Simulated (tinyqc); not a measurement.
Biaxially strained (001) channel, valley splitting in an inversion layer: two steps of the calculation.

A thin layer grown on a relaxed buffer is stretched in the plane. The two valleys with their long axis along the growth direction (D2) sink against the four in-plane ones (D4); confinement in a triangular well splits them too. Only the lowest subband of each set is kept; one relaxation time, so the weakening of intervalley scattering is left out.

Parameters, values chosen for the exercise; values close to those of silicon on relaxed silicon-germanium: temperature T = 273 K; germanium share of the relaxed buffer x = 0.07; lattice mismatch per unit x b1 = 0.0418; elastic constant c11 = 163 GPa; elastic constant c12 = 63.3 GPa; shear deformation potential Xu = 8.77 eV; inversion density Ns = 1.5e12 cm^-2.

Constants: q = 1.602176634e-19 C, kB = 1.380649e-23 J/K, Vt = kB T/q. Results are converted to the units shown.

Question 1. Strain, stress and splitting. e_par = b1 x, e_perp = -2 (c12/c11) e_par, splitting D = Xu (e_par - e_perp), in-plane stress (c11 + c12 - 2 c12^2/c11) e_par.

Give: e_par; e_perp; D; stress.

Answer 1.

e_par = 0.29260 %
e_perp = -0.22726 %
D = 45.592 meV
stress = 0.51830 GPa

Question 2. Fermi level by Newton steps. f = N2 ln(1 + exp((EF - E2)/Vt)) + N4 ln(1 + exp((EF - E4)/Vt)) - Ns, f' = [N2/(1 + exp((E2 - EF)/Vt)) + N4/(1 + exp((E4 - EF)/Vt))]/Vt, EF(new) = EF - f/f'.

EF after iteration 1 = 0.085379629 eV
E2 = 0.099539311 eV
E4 = 0.21415591 eV
N2 = 3.6950522e12 cm^-2
N4 = 1.6285723e13 cm^-2

Find: f; f'; EF after iteration 2.

Answer 2.

f = 1.8224e11 cm^-2
f' = 5.8479e13 cm^-2/eV
EF after iteration 2 = 0.082263 eV

Numbers from tinyqc (`OMP_NUM_THREADS=1 python tinyqc.py 2530118 2530119 out.jsonl`; about 0.01 s on one thread of a shared Intel Xeon 2.30GHz).
